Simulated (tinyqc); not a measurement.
# Lossy package transmission line with skin effect: effects of single changes

A uniform line in a homogeneous dielectric: c = sqrt(er)/(c0 Z0), l = Z0 sqrt(er)/c0 (c0 = 299792458 m/s), g = w c td, w = 2 pi f. The resistance joins its limits as r = sqrt(r_dc^2 + r_hf^2), with r_dc = rho/(wd th), r_hf = kr rho/(2 delta (wd + th)), delta = sqrt(rho/(pi f mu0)), mu0 = 4 pi 1e-7 H/m; this is an interpolation, and internal inductance, up to 0.05 nH/mm at low frequency, is neglected.

Values chosen for this exercise: width of the strip wd = 22 um; thickness of the strip th = 9.6 um; resistivity rho = 2 uohm cm; relative permittivity er = 3; loss tangent td = 0.02; lossless impedance sqrt(l/c) Z0 = 60 ohm; factor for crowding and the return path kr = 1.5; length len = 26 mm; source resistance Rg = 25 ohm; load resistance RL = 1e5 ohm; load capacitance CL = 20 fF; frequency f = 0.75 GHz.

Each table varies one quantity; the others keep the values above.

## Line properties against frequency

gamma = sqrt((r + i w l)(g + i w c)) = alpha + i beta, Zc = sqrt((r + i w l)/(g + i w c)), roots with positive real part; loss 8.685889638 alpha in dB; phase velocity w/beta. ZL = 1/(1/RL + i w CL); reflection (ZL - Zc)/(ZL + Zc); Zin = Zc (ZL + Zc tanh(gamma len))/(Zc + ZL tanh(gamma len)); H = V_load/V_source = [Zin/(Zin + Rg)]/[cosh(gamma len) + (Zc/ZL) sinh(gamma len)].

Results:
```
f (GHz),r (ohm/mm),r/(w l),loss (dB/mm),|Zc| (ohm),phase velocity over c0,length in wavelengths,|H| (dB)
0.01,0.09702,4.454,0.004263,128.2,0.3489,0.002486,-0.002788
0.03,0.1015,1.553,0.006270,81.54,0.4865,0.005348,-0.001681
0.09,0.1139,0.5810,0.008234,64.52,0.5575,0.01400,0.01690
0.8,0.2111,0.1211,0.01778,60.21,0.5766,0.1203,1.985
2,0.3129,0.07184,0.02895,60.07,0.5772,0.3005,4.555
7,0.5660,0.03712,0.06303,60.01,0.5773,1.052,-0.3881
20,0.9479,0.02176,0.1317,60.00,0.5774,3.004,-1.948
60,1.636,0.01252,0.3076,60.00,0.5773,9.013,-6.114
```

Estimate the missing row, f = 0.3 GHz.

Computed row:
```
f (GHz),r (ohm/mm),r/(w l),loss (dB/mm),|Zc| (ohm),phase velocity over c0,length in wavelengths,|H| (dB)
0.3,0.1494,0.2286,0.01170,60.76,0.5743,0.04531,0.2616
```

With this row back in the table: r equals w l at 0.0484 GHz: below it |Zc| and the delay grow as in an RC line, above it |Zc| tends to Z0 = 60 ohm and the velocity to 1/sqrt(er) = 0.577 c0. The loss goes as f^(0.35) between the first two rows and f^(0.77) between the last two. |H| is -0.00279 dB in the first row and -6.11 dB in the last; between rows it can pass through resonances that the table doesn't show.

## Effect of the length

Same model as above.

The same in every row: r (ohm/mm) = 0.20573; r/(w l) = 0.12594; loss (dB/mm) = 0.017232; |Zc| (ohm) = 60.230; phase velocity over c0 = 0.57655.

Results:
```
len (mm),length in wavelengths,|H| (dB)
2.6,0.011282,0.013356
4.5,0.019526,0.047193
8,0.034713,0.15894
14,0.060748,0.49923
24,0.10414,1.4826
74,0.32110,3.0311
130,0.56409,-0.63769
```

Estimate the missing row, len = 43 mm.

Computed row:
```
len (mm),length in wavelengths,|H| (dB)
43,0.18658,4.4528
```

With this row back in the table: As len goes from 2.6 to 130, the loss stays at 0.0172 dB/mm, |Zc| stays at 60.2 ohm and |H| goes from 0.0134 to -0.638 dB, with its highest value among the rows, 4.45 dB, at len = 43.

Program tinyqc, `OMP_NUM_THREADS=1 python tinyqc.py 2810182 2810183 out.jsonl`; Intel Xeon 2.30GHz, shared host, one thread, about 0.01 s.
